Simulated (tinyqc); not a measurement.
Temperature and isotope dependence of a band gap in oscillator models: sweeps and comparisons. A value that a table varies takes the place of the one given here.

E(T) = E0 - sum_i sl_i th_i n_i(T), n = 1/(exp(th/T) - 1). The same coupling lowers the gap at 0 K by the zero-point term ZP = sum_i sl_i th_i/2, so the gap of the static lattice is E0 + ZP. Thermal expansion is taken as part of the slopes.

Two-parameter forms are made to pass through the falls at the two temperatures T12: Varshni aV T^2/(T + bV), from the line T^2/fall = (T + bV)/aV; one oscillator s1 t1/(exp(t1/T) - 1), with t1 from the ratio of the falls.

Constants: kB = 8.617333262e-05 eV/K; hbar^2/2m0 = 3.80998211 eV angstrom^2.

Values chosen for the exercise (near those of GaN; the results hold for these values, not for the real material):
```
symbol  value             unit   meaning
E0      3.482             eV     gap at 0 K
th      (222, 777)        K      temperatures of two oscillators
sl      (0.1059, 0.5171)  meV/K  their high-temperature slopes
T12     (330, 710)        K      temperatures of the fits
mm      0.52              m0     geometric mean of the density-of-states masses
T       300               K      temperature
```

## How far the fits carry

Falls of the gap from E0, and errors of the two fits against the model.

Results:
```
T (K),fall (meV),Varshni - model (meV),one oscillator - model (meV),fall/ZP
20,0.00,0.28,0.00,0.000
50,0.28,1.45,-0.28,0.001
100,3.03,3.74,-2.30,0.014
200,19.99,5.90,-2.66,0.094
300,54.04,1.74,-0.51,0.254
400,98.92,-3.78,0.82,0.465
600,204.07,-6.09,0.88,0.960
800,318.31,9.05,-1.01,1.497
```

How do the results move?

Below the first fit point the largest errors are +5.90 meV (Varshni, 200 K, on a fall of 19.99 meV) and -2.66 meV (one oscillator, 200 K); a T^2 law cannot freeze out; a single oscillator misses the soft modes. No row lies well beyond the second fit point, so the table does not test extrapolation to high T. The thermal fall equals ZP between 600 and 800 K.

## What the shift does to the intrinsic density

ni = 2 (mm kT/(4 pi c))^(3/2) exp(-E/2kT), c = hbar^2/2m0, with E(T) and with E0; 1 angstrom^-3 = 1e24 cm^-3. Apparent gap from an Arrhenius plot of ni/T^(3/2): E(T) - T dE/dT, dE/dT = -sum sl_i (th_i/T)^2 n_i (1 + n_i).

Results:
```
T (K),E(T) (eV),ni (cm^-3),ni with E(T) / ni with E0,apparent gap (eV)
200,3.4620,1.23e-25,1.786,3.5146
250,3.4468,1.30e-16,2.265,3.5327
300,3.4280,1.51e-10,2.844,3.5496
350,3.4065,3.53e-06,3.496,3.5643
400,3.3831,0.00706,4.199,3.5768
500,3.3322,326,5.686,3.5966
700,3.2215,8.48e+07,8.665,3.6220
```

What does this show, and why?

Using E0 in place of E(T) understates ni by a factor that rises from 1.79 to 8.66, towards exp(sum sl/2kB) = 37.1. The slope of an Arrhenius plot returns neither E(T) nor E0 but the intercept of the tangent, 3.5496 eV at 300 K, which lies 68 meV above E0 and tends to the static gap 3.6946 eV.

## What each parameter does

Gap at T, slope -sum sl_i (th_i/T)^2 n_i (1 + n_i) and ZP. Each row changes one parameter from the base and keeps the others.

Results:
```
case,E(T) (eV),dE/dT (meV/K),ZP (meV)
base,3.4280,-0.4053,212.65
T = 340 K,3.4110,-0.4428,212.65
E0 = 3.492 eV,3.4380,-0.4053,212.65
"th = (222, 932) K",3.4380,-0.3459,252.72
"sl = (0.1377, 0.5171) meV/K",3.4215,-0.4357,216.18
```

What does this show?

The largest shifts from the base row, up to three for each result and ties (the steps differ in size, so this ranks the rows, not the parameters). E(T) (eV): T -0.0170, th +0.0100, E0 +0.0100. dE/dT (meV/K): th +0.0594, T -0.0374, sl -0.0304; unchanged at the printed digits by E0. ZP (meV): th +40.08, sl +3.53; unchanged at the printed digits by T and E0.

(tinyqc, `OMP_NUM_THREADS=1 python tinyqc.py 1880525 1880526 out.jsonl`, Intel(R) Xeon(R) Processor @ 2.30GHz, 1 thread, shared host, about 0.01 s.)
